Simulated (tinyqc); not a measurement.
Inside a calculation. Method: one-electron ion in a basis of Gaussians. One step of it, computed by the program tinyqc.

Question. Matrices over normalised Gaussians. With p = a_i + a_j and I(k) = Gamma((k+1)/2) / (2 p^((k+1)/2)): S = I(2l+2), T = (2l+3) a_i a_j S / p, V = -Z I(2l+1), each divided by sqrt(S_ii S_jj).

exponents of r^l exp(-a r^2) (1/bohr^2): 3.745000  10.270000  28.170000  77.240000  211.800000  580.900000  1593.000000

Z = 5

l = 0

Give: S; T; V.

Answer.

S, lower triangle:
```
        1       2       3       4       5       6       7
1  1.0000
2  0.8326  1.0000
3  0.5164  0.8325  1.0000
4  0.2722  0.5164  0.8326  1.0000
5  0.1336  0.2722  0.5165  0.8326  1.0000
6  0.0637  0.1336  0.2722  0.5164  0.8325  1.0000
7  0.0301  0.0637  0.1336  0.2722  0.5164  0.8326  1.0000
```

T (hartree), lower triangle:
```
        1        2        3         4         5          6          7
1  5.6175
2  6.8544  15.4050
3  5.1209  18.7968  42.2550
4  2.9169  14.0441  51.5600  115.8600
5  1.4748   7.9995  38.5275  141.3728  317.7000
6  0.7115   4.0440  21.9433  105.6263  387.6519   871.3500
7  0.3373   1.9511  11.0943   60.1618  289.6287  1063.2181  2389.5000
```

V (hartree), lower triangle:
```
          1         2         3         4          5          6          7
1  -15.4407
2  -17.5851  -25.5697
3  -16.4590  -29.1209  -42.3481
4  -13.8209  -27.2566  -48.2292  -70.1231
5  -11.0654  -22.8877  -45.1438  -79.8616  -116.1189
6   -8.6945  -18.3236  -37.9070  -74.7497  -132.2457  -192.3051
7   -6.7840  -14.3980  -30.3489  -62.7675  -123.7791  -219.0122  -318.4549
```
